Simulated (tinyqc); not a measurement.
What moves the results: density of states of one tight-binding band on the square lattice. A value that a table varies takes the place of the one given here.

E(k) = -2 t (c1 + c2) - 4 t2 c1 c2 with ci = cos(2 pi ki); k in fractions of the reciprocal vectors, mesh k_i = j/N with j = 0 .. N-1. Densities are per cell and per spin, so the band holds one state.

Each square of the mesh is cut along (i, j)-(i+1, j+1) into two triangles. For corner energies e1 <= e2 <= e3 and eij = ei - ej, the share of the triangle below E is n = (E - e1)^2/(e21 e31) for e1 < E < e2 and n = 1 - (e3 - E)^2/(e31 e32) for e2 < E < e3; its density of states is g = dn/dE.

Gaussian broadening: g(E) = mean over the mesh of exp(-(E - E_k)^2/(2 sigma^2))/(sigma sqrt(2 pi)), n(E) = mean of erfc((E_k - E)/(sigma sqrt 2))/2.

Inputs chosen for the exercise: t = 0.65 eV (nearest hopping); t2 = -0.01 eV (second hopping); N2 = 16 (mesh points along each axis in this comparison); sigma = 0.325 eV (Gaussian width); E = 1.36 eV (energy at which the density is wanted).

## Three ways to the same curve

N = N2 here; the reference is the linear method with N = 240.

g(E) (1/eV):

| E (eV) | reference | linear triangles | Gaussian, sigma | Gaussian, sigma/4 | reference n(E) |
|---|---|---|---|---|---|
| -2.087 | 0.139 | 0.134 | 0.131 | 0.187 | 0.063 |
| -1.614 | 0.157 | 0.156 | 0.158 | 0.123 | 0.132 |
| -1.141 | 0.181 | 0.184 | 0.185 | 0.146 | 0.212 |
| -0.668 | 0.222 | 0.227 | 0.236 | 0.162 | 0.306 |
| -0.196 | 0.328 | 0.326 | 0.312 | 0.179 | 0.430 |
| 0.277 | 0.272 | 0.283 | 0.288 | 0.245 | 0.605 |
| 0.750 | 0.203 | 0.204 | 0.212 | 0.205 | 0.714 |
| 1.223 | 0.169 | 0.171 | 0.172 | 0.205 | 0.802 |
| 1.695 | 0.147 | 0.146 | 0.148 | 0.187 | 0.876 |
| 2.168 | 0.131 | 0.130 | 0.123 | 0.196 | 0.941 |

Root-mean-square errors against the reference: 0.0043 for linear triangles, 0.0098 for sigma and 0.0620 for sigma/4. The narrow Gaussian is worse than the wide one, because it resolves the separate mesh levels. The reference is highest at -0.196 eV of the energies listed, and half filling lies between -0.196 and 0.277 eV.

## Convergence with the mesh

At the energy E; the plain count is the share of mesh points below E; the reference is the linear method with N = 240.

Results:

| N | points | g linear | n linear | g Gaussian | n Gaussian | n plain count |
|---|---|---|---|---|---|---|
| 4 | 16 | 0.1796 | 0.8851 | 0.3018 | 0.8308 | 0.9375 |
| 6 | 36 | 0.1668 | 0.8422 | 0.1692 | 0.8143 | 0.8611 |
| 8 | 64 | 0.1681 | 0.8369 | 0.1628 | 0.8258 | 0.8594 |
| 12 | 144 | 0.1639 | 0.8295 | 0.1650 | 0.8217 | 0.8542 |
| 16 | 256 | 0.1628 | 0.8271 | 0.1638 | 0.8215 | 0.8242 |
| 24 | 576 | 0.1620 | 0.8255 | 0.1638 | 0.8215 | 0.8316 |
| 48 | 2304 | 0.1616 | 0.8245 | 0.1638 | 0.8215 | 0.8225 |

reference n and g: 0.8242  0.1615

The linear n(E) stays within 0.002 of the reference from N = 24 on. The Gaussian g stays within 1 % of its last value from N = 8 on; it tends to the broadened curve, not the true one. At the last mesh it lies +0.002 1/eV from the reference g and the linear g 0.000. The plain count errs by -0.0017 at the last mesh.

## Critical points

The gradient vanishes at these points by symmetry; the signs of the eigenvalues of the second-derivative matrix give the type.

Critical points:

| point | k | E (eV) | positive | negative | type |
|---|---|---|---|---|---|
| Gamma | (0, 0) | -2.5600 | 2 | 0 | minimum |
| X | (0.5, 0) | -0.0400 | 1 | 1 | saddle |
| M | (0.5, 0.5) | 2.6400 | 0 | 2 | maximum |

Gamma is a minimum at -2.560 eV: g has a step there. X is a saddle at -0.040 eV: g diverges logarithmically there. M is a maximum at 2.640 eV: g has a step there.

## What moves the count of states

Linear method and Gaussian sum with N = 48. Each row changes one parameter from the base and keeps the others.

Results:

| case | n linear | g linear (1/eV) | n Gaussian | g Gaussian (1/eV) |
|---|---|---|---|---|
| base | 0.8245 | 0.1616 | 0.8215 | 0.1638 |
| t = 0.715 eV | 0.8042 | 0.1531 | 0.8014 | 0.1551 |
| E = 1.425 eV | 0.8349 | 0.1584 | 0.8320 | 0.1604 |
| sigma = 0.65 eV | 0.8245 | 0.1616 | 0.8110 | 0.1708 |
| t2 = 0.022 eV | 0.8279 | 0.1733 | 0.8246 | 0.1762 |

The largest shifts from the base row, up to three for each result and ties (the steps differ in size, so this ranks the rows, not the parameters). n linear: t -0.0203, E +0.0104, t2 +0.0034; unchanged at the printed digits by sigma. g linear (1/eV): t2 +0.0118, t -0.0084, E -0.0032; unchanged at the printed digits by sigma. n Gaussian: t -0.0201, E +0.0105, sigma -0.0104. g Gaussian (1/eV): t2 +0.0123, t -0.0087, sigma +0.0070.

Program tinyqc; command `OMP_NUM_THREADS=1 python tinyqc.py 1650836 1650837 out.jsonl`; about 0.08 s on one thread of a shared Intel(R) Xeon(R) Processor @ 2.30GHz.
